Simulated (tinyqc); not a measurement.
Spectrum around the optical phonon: single-oscillator infrared dielectric function of a polar cubic crystal. Computed by tinyqc, a small Python program. Command: `OMP_NUM_THREADS=1 python tinyqc.py 3020497 3020498 out.jsonl infrared walk`. One thread of a shared host (Intel(R) Xeon(R) Processor @ 2.30GHz), about 0.01 s of CPU time with the checks.

One ion pair, charges +Z* and -Z*, in a cell of volume Omega = a^3/4. Frequencies omega are given as wavenumbers (1/cm); eps_s is the static dielectric constant.

Inputs (values chosen for the exercise, modelled on sodium chloride):
```
quantity              value      unit
lattice constant a     5.64  angstrom
mass M_A              22.99         u
mass M_B              35.45         u
omega_TO                161      1/cm
Born charge Z*         1.08         e
eps_inf                2.29         -
phonon damping gamma    5.2      1/cm
```

Structure: rock salt. Free carriers: absent.

Constants: nu for 1 eV/(angstrom^2 u) = 15.6333042 THz; 1 THz = 33.35640952 1/cm; e^2/(4 pi eps_0) = 14.39964548 eV angstrom.

Method:
- mu = M_A M_B/(M_A + M_B); ionic plasma term W^2 = 4 pi Z*^2 (e^2/(4 pi eps_0))/(Omega mu) in eV/(angstrom^2 u), turned into 1/cm by W = 15.6333042 x 33.35640952 x sqrt(W^2); omega_LO^2 = omega_TO^2 + W^2/eps_inf; eps_s = eps_inf + W^2/omega_TO^2; Szigeti charge 3 Z*/(eps_inf + 2); longitudinal (Callen) charge Z*/eps_inf.
- eps(omega) = eps_inf + W^2/(omega_TO^2 - omega^2 - i gamma omega); n + i k = sqrt(eps) with k >= 0; R = |(n + i k - 1)/(n + i k + 1)|^2 at normal incidence from vacuum.
- The loss function is Im(-1/eps).

omega_LO = 256.886 1/cm

W = 302.917 1/cm

Spectrum:
```
omega (1/cm)     Re eps     Im eps          R  Im(-1/eps)
80.5             7.0077    0.10158    0.20401   0.0020681
137              14.994     1.2654    0.34859   0.0055889
156              48.165     23.479    0.58560   0.0081775
161                2.29     109.60    0.76174   0.0091200
185             -8.6136     1.2632    0.91529    0.016667
209             -2.8573    0.31498    0.90836    0.038118
238            -0.69180    0.12011    0.84412     0.24363
257           0.0058845   0.076069    0.45277      13.068
262             0.14442   0.068421    0.19577      2.6790
272             0.38252   0.056133   0.055711     0.37555
295             0.78927   0.037676  0.0036009    0.060343
385              1.5400   0.012278   0.011566   0.0051769
642              2.0525  0.0020532   0.031630  4.8740e-04
```

What follows from these numbers?

R peaks among these rows at 185 per cm with 0.92 and is lowest, 0.004, at 295; far above omega_LO it tends to ((sqrt(eps_inf) - 1)/(sqrt(eps_inf) + 1))^2 = 0.042. Im eps is largest at 161 and the loss function at 257: absorption marks the TO mode and the loss function the LO mode. Re eps is negative in some rows, where R averages 0.89.

Extremes, crossings and ranges named in words are read from the listed rows.
